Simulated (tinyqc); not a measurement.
Changing the incident fluence: millisecond and nanosecond annealing: surface heating, thermal budget and solid-phase regrowth. Computed by tinyqc, a small Python program. Command: `OMP_NUM_THREADS=1 python tinyqc.py 3024113 3024114 out.jsonl flash sweep`. One thread of a shared host (Intel(R) Xeon(R) Processor @ 2.30GHz), about 0.04 s of CPU time with the checks.

A square pulse heats the surface of a thick wafer with constant thermal properties; losses by radiation are neglected and silicon melts at 1414 C.

Inputs (values chosen for the exercise, modelled on hot silicon with boron): pulse length t_p = 0.0092 s; reflectance R = 0.45; thermal conductivity k = 0.32 W/(cm K); heat capacity per volume c = 2.28 J/(cm^3 K); preheat temperature T0 = 800 C; wafer thickness d = 775 um; dopant prefactor D0 = 1.06 cm^2/s; dopant activation energy E = 3.49 eV; regrowth prefactor v0 = 5.5e+08 cm/s; regrowth energy E_v = 2.7 eV; amorphous layer = 10 nm.

Source: flash lamp.

Constants: k_B = 8.617333262e-05 eV/K.

Method:
- Absorbed flux q = (1 - R) fluence/t_p; kappa = k/c. With f(z, t) = (2 q/k) sqrt(kappa t) ierfc(z/(2 sqrt(kappa t))), ierfc(x) = exp(-x^2)/sqrt(pi) - x erfc(x): T = T0 + f(z, t) during the pulse and T0 + f(z, t) - f(z, t - t_p) after it.
- At the surface the rise at the end of the pulse is 2 q sqrt(t_p/(pi k c)); the fluence that just melts the surface scales with (1414 - T0).
- Temperatures in kelvin are T(C) + 273.15.
- Integrate exp(-E/(k_B T(t))) at the surface from 0 to 10 t_p (Gauss-Legendre, 60 points in sqrt(t) up to t_p and 60 in sqrt(t - t_p) after it). (Dt) = D0 x integral with E; regrowth = v0 x integral with E_v; effective time = integral/exp(-E/(k_B T_peak)).

One run for each value; columns: (1) incident fluence (J/cm^2); (2) peak temperature (C); (3) diffusion length 2 sqrt(Dt) (nm); (4) possible regrowth (nm); (5) effective time over t_p:
```
(1)      (2)     (3)    (4)      (5)
37.9  1087.1  0.4053   2679  0.35889
42.0  1118.1  0.5396   4011  0.32739
46.1  1149.2  0.7144   5984  0.30384
50.2  1180.3  0.9390   8877  0.28572
54.3  1211.3  1.2250  13071  0.27142
58.4  1242.4  1.5853  19084  0.25991
62.5  1273.4  2.0353  27605  0.25049
66.6  1304.5  2.5923  39545  0.24267
70.7  1335.6  3.2761  56091  0.23611
```

What does the table show, and why?

Over the rows, peak temperature (C) rises from 1090 to 1340 (exponent d ln y / d ln x 0.27 between the first rows and 0.39 between the last); diffusion length 2 sqrt(Dt) (nm) rises from 0.405 to 3.28 (exponent d ln y / d ln x 2.8 between the first rows and 3.9 between the last); possible regrowth (nm) rises from 2680 to 56100 (exponent d ln y / d ln x 3.9 between the first rows and 5.9 between the last). Regrowth rises by a factor 20.9 and (Dt) by 65.4: the process with the higher activation energy gains more from a hotter peak.

Caution (all rows): heat reaches the back of the wafer, which is no longer thick. Caution (all rows): equilibrium diffusivities are used; implant damage enhances diffusion, and k and c vary with temperature. Caution (all rows): at this preheat temperature the layer would already regrow within five seconds or less before the pulse. Caution (rows 50.2, 54.3, 58.4, 62.5, 66.6, 70.7): the peak lies above 1150 C, and amorphous silicon melts some 200 to 250 K below the crystal, so a layer that has not regrown before the peak may melt instead.

Extremes, crossings and ranges named in words are read from the listed rows.
